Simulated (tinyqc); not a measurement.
AlGaN/GaN HEMT with access regions, lumped model: one step of the calculation.

A polarisation-induced electron sheet under a Schottky gate, in series with two ungated access regions and contacts. Drift law v = mu E/(1 + mu E/vs) under the gate. Currents in mA/mm, resistances in ohm mm. No self-heating, no channel-length modulation; fits for polarisation, barrier and offset are chosen for the exercise.

Problem. Polarisation charge, threshold and sheet resistance. sigma = (5e13 x + 1.6e13 x^2) cm^-2, phiB = 0.84 + 1.3 x, dEc = 0.7 (1.71 x + x^2) in volts, Cb = eps0 eps_r/d, VT = phiB - dEc - q sigma/Cb, access density n0 = -Cb VT/q. Rsh = 1/(q mu n0); largest access current q n0 vs.

Values chosen for this exercise; values close to those of AlGaN/GaN structures:
- x = 0.21 (aluminium share of the barrier)
- d = 20 nm (barrier thickness)
- eps_r = 9 (relative permittivity of barrier and channel)
- mu = 1700 cm^2/(V s) (channel mobility)
- vs = 1.1e7 cm/s (saturation velocity)

Constants: q = 1.602176634e-19 C, eps0 = 8.8541878128e-14 F/cm where lengths are in cm. Results are converted to the units shown.

Give: sigma; Cb; VT; n0; Rsh; q n0 vs.

Solution.

sigma = 1.1206e13 cm^-2
Cb = 0.39844 uF/cm^2
VT = -3.6752 V
n0 = 9.1396e12 cm^-2
Rsh = 401.71 ohm
q n0 vs = 1610.8 mA/mm

Program tinyqc, `OMP_NUM_THREADS=1 python tinyqc.py 2570074 2570075 out.jsonl`; Intel Xeon 2.30GHz, shared host, one thread, about 0.04 s.
